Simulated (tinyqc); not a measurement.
# Frequency dispersion of an accumulation capacitance by border traps, distributed model: effects of single changes

Traps spread evenly through the insulator exchange electrons with the semiconductor by tunnelling, with tau(x) = t0 exp(2 ka x) at depth x from the interface. The admittance per area Y seen at depth x obeys dY/dx = -Y^2/(i w eps0 eox) + q Nb ln(1 + i w tau)/tau, with Y(0) = i w Cs and w = 2 pi f; the gate sees Y(tox) = G + i w C. Working variable y = Y/(i w), in uF/cm^2. Cox = eps0 eox/tox.

Parameters, values chosen for the exercise; permittivity close to that of zirconium oxide: relative permittivity of the insulator eox = 22; insulator thickness tox = 3.4 nm; semiconductor capacitance in accumulation Cs = 1.2 uF/cm^2; density of border traps Nb = 1.2e19 cm^-3 eV^-1; decay constant of the wave function in the insulator ka = 4.8 1/nm; time constant of a trap at the interface t0 = 5e-9 s; frequency f = 1000 Hz.

Constants: q = 1.602176634e-19 C, eps0 = 8.8541878128e-14 F/cm where lengths are in cm. Results are converted to the units shown.

Each table varies one quantity; the others keep the values above.

## Capacitance and loss against frequency

Cox; trap-free value 1/(1/Cox + 1/Cs); response depth d = ln(1/(w t0))/(2 ka), where w tau = 1; lumped estimate: all traps within d act as C_bt = q Nb d placed at d/2, so C = 1/{1/[1/(1/Cs + d/(2 eps0 eox)) + C_bt] + (tox - d/2)/(eps0 eox)}. C and G from a fine integration; dispersion -d C/d log10 f over C, from f times and over 1.1. For a broad spread of time constants G/w is close to -(pi/2) dC/d ln w.

The same in every row: trap-free C (uF/cm^2) = 0.9922.

Results:
```
f (Hz),d (nm),C (uF/cm^2),G/w (uF/cm^2),dispersion (% a decade),-(pi/2) dC/d ln w (uF/cm^2),lumped C (uF/cm^2)
10,1.560,1.227,0.02497,2.982,0.02496,1.210
100,1.320,1.191,0.02433,2.994,0.02432,1.174
1000,1.080,1.156,0.02374,3.011,0.02374,1.140
10000,0.8402,1.121,0.02320,3.033,0.02320,1.106
1e5,0.6003,1.087,0.02269,3.061,0.02271,1.073
1e7,0.1206,1.022,0.01979,3.042,0.02122,1.008
```

Estimate the missing row, f = 1e6 Hz.

Computed row:
```
f (Hz),d (nm),C (uF/cm^2),G/w (uF/cm^2),dispersion (% a decade),-(pi/2) dC/d ln w (uF/cm^2),lumped C (uF/cm^2)
1e6,0.3605,1.055,0.02206,3.093,0.02225,1.040
```

With this row back in the table: C falls from 1.227 to 1.022 uF/cm^2, towards the trap-free 0.9922; each decade of frequency removes ln 10/(2 ka) = 0.240 nm from the response depth. The dispersion goes from 2.98 through a maximum of 3.09 (at f = 1e6 Hz among the rows listed) to 3.04 % a decade and G/w falls from 0.0250 to 0.0198 uF/cm^2. G/w lies between 0.933 and 1.00 times -(pi/2) dC/d ln w, the relation for a broad spread of time constants.

## Effect of the decay constant of the wave function in the insulator

Same model as above.

The same in every row: trap-free C (uF/cm^2) = 0.9922.

Effect of the decay constant of the wave function in the insulator:
```
ka (1/nm),d (nm),C (uF/cm^2),G/w (uF/cm^2),dispersion (% a decade),-(pi/2) dC/d ln w (uF/cm^2),lumped C (uF/cm^2)
2.5,2.074,1.324,0.05120,5.691,0.05140,1.288
3.2,1.620,1.244,0.03794,4.466,0.03792,1.219
3.9,1.329,1.196,0.03006,3.682,0.03004,1.176
4.6,1.127,1.163,0.02490,3.138,0.02489,1.147
5.3,0.9781,1.139,0.02127,2.736,0.02126,1.125
6,0.8640,1.121,0.01857,2.426,0.01856,1.109
6.7,0.7737,1.107,0.01648,2.181,0.01647,1.097
7.4,0.7006,1.096,0.01481,1.980,0.01481,1.087
```

As ka goes from 2.5 to 7.4, C falls from 1.32 to 1.10 uF/cm^2, the dispersion falls from 5.69 to 1.98 % a decade and G/w falls from 0.0512 to 0.0148 uF/cm^2. The lumped estimate is 2.7 % below C in the first row and 0.88 % below it in the last.

Program tinyqc, `OMP_NUM_THREADS=1 python tinyqc.py 2202126 2202127 out.jsonl`; Intel Xeon 2.30GHz, shared host, one thread, about 0.3 s.
